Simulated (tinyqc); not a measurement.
Worked calculation: one-electron ion in a basis of Gaussians. Computed by tinyqc, a small Python program that keeps every step. Settings: Z = 2, l = 2. Command: `OMP_NUM_THREADS=1 python tinyqc.py 23419 23420 out.jsonl` (the two numbers bound the seeds that draw the settings). One thread of a shared host (Intel(R) Xeon(R) Processor @ 2.60GHz), about 0.01 s of CPU time with the checks.

## Matrices over normalised Gaussians

exponents of r^l exp(-a r^2) (1/bohr^2): 0.02161  0.07072  0.23140

Z = 2

l = 2

With p = a_i + a_j and I(k) = Gamma((k+1)/2) / (2 p^((k+1)/2)): S = I(2l+2), T = (2l+3) a_i a_j S / p, V = -Z I(2l+1), each divided by sqrt(S_ii S_jj).

S:
```
         1        2        3
1  1.00000  0.55879  0.13059
2  0.55879  1.00000  0.55887
3  0.13059  0.55887  1.00000
```

T (hartree):
```
         1        2        3
1  0.07563  0.06474  0.01807
2  0.06474  0.24752  0.21190
3  0.01807  0.21190  0.80990
```

V (hartree):
```
          1         2         3
1  -0.25022  -0.20436  -0.07906
2  -0.20436  -0.45266  -0.36973
3  -0.07906  -0.36973  -0.81880
```

## Generalised eigenproblem

H = T + V (hartree):
```
          1         2         3
1  -0.17459  -0.13962  -0.06099
2  -0.13962  -0.20514  -0.15783
3  -0.06099  -0.15783  -0.00890
```

Solve H C = S C e through S^(-1/2); each column has its largest component positive (the first on a tie).

eigenvalues of S: 0.27229  0.86941  1.85829

eigenvalues (hartree): -0.22129  -0.11712  0.19986

coefficients:
```
         1         2         3
1  0.34253   1.11494   0.45024
2  0.67865  -0.75622  -1.09632
3  0.16089  -0.17470   1.22757
```

For Z = 2 and l = 2 the exact lowest level is -Z^2/(2 n^2) with n = l + 1: -0.222222 hartree.
